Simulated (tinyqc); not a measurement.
What each parameter does: delta-doped layer in the Thomas-Fermi potential.

All donors ionised in the plane z = 0, zero temperature, energies from the Fermi level EF of the Thomas-Fermi model, which lies at the bulk band edge; c = hbar^2/2m0, q = e^2/(4 pi eps0). gv = 4 equivalent valleys, m_d = sqrt(m3^3/mz) in the plane. With n = (gv/3 pi^2)(m3 (-V)/c)^(3/2) and V'' = -(4 pi q/eps) n for z > 0, the solution is V = -b/(|z| + z0)^4 with sqrt(b) = 20/K, K = (4 pi q/eps)(gv/3 pi^2)(m3/c)^(3/2), and z0^5 = 4b/(e F0), e F0 = 2 pi q N/eps; 1e13/cm^2 = 1e-3/angstrom^2. Exchange and correlation are left out.

Subbands solve -(c/m_z) psi'' + V psi = E psi on 1280 points of spacing z0/80; up to ten levels for each group, kept if bound with an rms width below 2.5 z0.

Constants: hbar^2/2m0 = 3.80998211 eV angstrom^2; e^2/(4 pi eps0) = 14.39964547 eV angstrom.

Parameters, chosen for this exercise (near those of a delta-doped layer in Ge; the results hold for these values, not for the real material):

| symbol | value | unit | meaning |
|---|---|---|---|
| m3 | 0.212 | m0 | density-of-states mass of a valley |
| mz | 0.118 | m0 | mass along z |
| eps | 16.3 |  | dielectric constant |
| N | 3.4 | x 1e13/cm^2 | donor sheet density |

z0, depth, lowest level and its rms width.

One parameter was then changed.

Results before and after:

| case | z0 (angstrom) | depth (eV) | lowest (eV) | rms z (angstrom) |
|---|---|---|---|---|
| base | 46.56 | 0.2197 | -0.0747 | 18.70 |
| changed | 43.76 | 0.2289 | -0.0756 | 18.40 |

Which of these changes was made? (a) mz = 0.1 m0; (b) eps = 14.7; (c) N = 2.04 x 1e13/cm^2; (d) m3 = 0.244 m0.

Answer: (b) eps = 14.7. Of the candidates, run in turn, only this one gives the changed row.

All candidates:

| case | z0 (angstrom) | depth (eV) | lowest (eV) | rms z (angstrom) |
|---|---|---|---|---|
| base | 46.56 | 0.2197 | -0.0747 | 18.70 |
| N = 2.04 x 1e13/cm^2 | 51.57 | 0.1460 | -0.0460 | 23.23 |
| eps = 14.7 | 43.76 | 0.2289 | -0.0756 | 18.40 |
| m3 = 0.244 m0 | 42.79 | 0.2019 | -0.0624 | 19.83 |
| mz = 0.1 m0 | 46.56 | 0.2197 | -0.0703 | 20.52 |

Computed by tinyqc, a small Python program: `OMP_NUM_THREADS=1 python tinyqc.py 1281280 1281281 out.jsonl` (the numbers bound the seed that draws the inputs); one thread of a shared host (Intel(R) Xeon(R) Processor @ 2.30GHz), about 0.1 s for the whole set of steps.
